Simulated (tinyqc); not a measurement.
Charge stability of a double quantum dot, constant-interaction model with a charge sensor: a scan of gate 1.

Capacitance matrix C = [[C1, -Cm], [-Cm, C2]], C1 = G1 + X1 + Cm + L1, C2 = G2 + X2 + Cm + L2. Gate charges n1 = (G1 V1 + X1 V2)/q, n2 = (X2 V1 + G2 V2)/q. The state (N1, N2) has U = (1/2) d^T E d with d = (N1 - n1, N2 - n2) and E = q^2 C^(-1). Leads at 0 V; no tunnel coupling, spin or level spacing. The sensor reads s1 <N1> + s2 <N2>.

Thermal means over all states within two electrons of the gate charges.

Values chosen for this exercise:
```
symbol  value  unit                    meaning
G1        5.6    aF            gate 1 to dot 1
G2        4.7    aF            gate 2 to dot 2
X1       0.97    aF            gate 2 to dot 1
X2       0.64    aF            gate 1 to dot 2
Cm        9.9    aF           between the dots
L1         29    aF  dot 1 to leads and ground
L2         26    aF  dot 2 to leads and ground
s1       0.81           sensor weight of dot 1
s2       0.13           sensor weight of dot 2
T         2.3     K                temperature
V2       21.9    mV          voltage of gate 2
```

Constants: q = 1.602176634e-19 C, kB = 1.380649e-23 J/K, Vt = kB T/q. Results are converted to the units shown.

A scan of gate 1:

| V1 (mV) | <N1> | <N2> | sensor | N1 of the ground state | N2 of the ground state |
|---|---|---|---|---|---|
| -2.97 | 0.000 | 0.9442 | 0.123 | 0 | 1 |
| 2.4 | 0.002 | 0.9826 | 0.130 | 0 | 1 |
| 7.77 | 0.051 | 0.9812 | 0.169 | 0 | 1 |
| 13.1 | 0.605 | 0.9383 | 0.612 | 1 | 1 |
| 18.5 | 0.982 | 0.9707 | 0.921 | 1 | 1 |
| 23.9 | 1.000 | 0.9916 | 0.939 | 1 | 1 |
| 29.3 | 1.001 | 0.9976 | 0.940 | 1 | 1 |
| 34.6 | 1.020 | 0.9983 | 0.956 | 1 | 1 |
| 40 | 1.426 | 0.9932 | 1.284 | 1 | 1 |
| 45.4 | 1.965 | 0.9958 | 1.721 | 2 | 1 |
| 50.7 | 1.999 | 0.9988 | 1.749 | 2 | 1 |
| 56.1 | 2.000 | 0.9997 | 1.750 | 2 | 1 |
| 61.5 | 2.010 | 0.9998 | 1.758 | 2 | 1 |

What does the comparison show?

The ground state changes 2 time(s) between the rows listed: (0,1) to (1,1); (1,1) to (2,1). Adding to dot 1 moves the sensor by s1 = 0.81, adding to dot 2 by s2 = 0.13, and a shift from dot 2 to dot 1 by 0.680. Far from triple points dot 1 gains an electron about every q/(G1 + X2 Cm/C2) = 27.8 mV.

tinyqc, about 0.01 s, one thread, Intel Xeon 2.30GHz (shared host): `OMP_NUM_THREADS=1 python tinyqc.py 2470130 2470131 out.jsonl`
